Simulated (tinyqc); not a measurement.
Born-von Karman spring model of a cubic crystal with one atom per cell: one step, computed by the program tinyqc.

First neighbours lie at a/2 (1,1,0) (12 of them), second at a (1,0,0) (6), with all permutations and signs; the volume per atom is Omega = a^3/4. Two shells of springs match a real metal only roughly, above all at the zone boundary.

Question. Frequencies at the zone boundary. A neighbour at R with unit vector n couples by the matrix K(R) = kL n n^T + kT (1 - n n^T), and D(q) = (1/M) sum_R K(R) [1 - cos(q.R)]. An eigenvalue lambda of D in eV/(angstrom^2 u) gives nu = 15.6333042 THz x sqrt(lambda).

Inputs (values chosen for the exercise, modelled on aluminium):
```
quantity                 value           unit
atomic mass M            26.98              u
radial spring k1L         1.32  eV/angstrom^2
transverse spring k1T   -0.079  eV/angstrom^2
radial spring k2L         0.14  eV/angstrom^2
transverse spring k2T  -0.0082  eV/angstrom^2
```

Lattice: fcc.

Constants: nu for 1 eV/(angstrom^2 u) = 15.6333042 THz.

Give: Frequencies (THz) at points given in 2 pi/a.

Answer.

Frequencies (THz) at points given in 2 pi/a:
```
point               nu 1   nu 2   nu 3
X (1, 0, 0)        6.264  6.264  9.483
L (0.5, 0.5, 0.5)  4.608  4.608  9.863
W (1, 0.5, 0)      6.657  8.018  8.018
K (0.75, 0.75, 0)  5.870  7.733  8.662
```
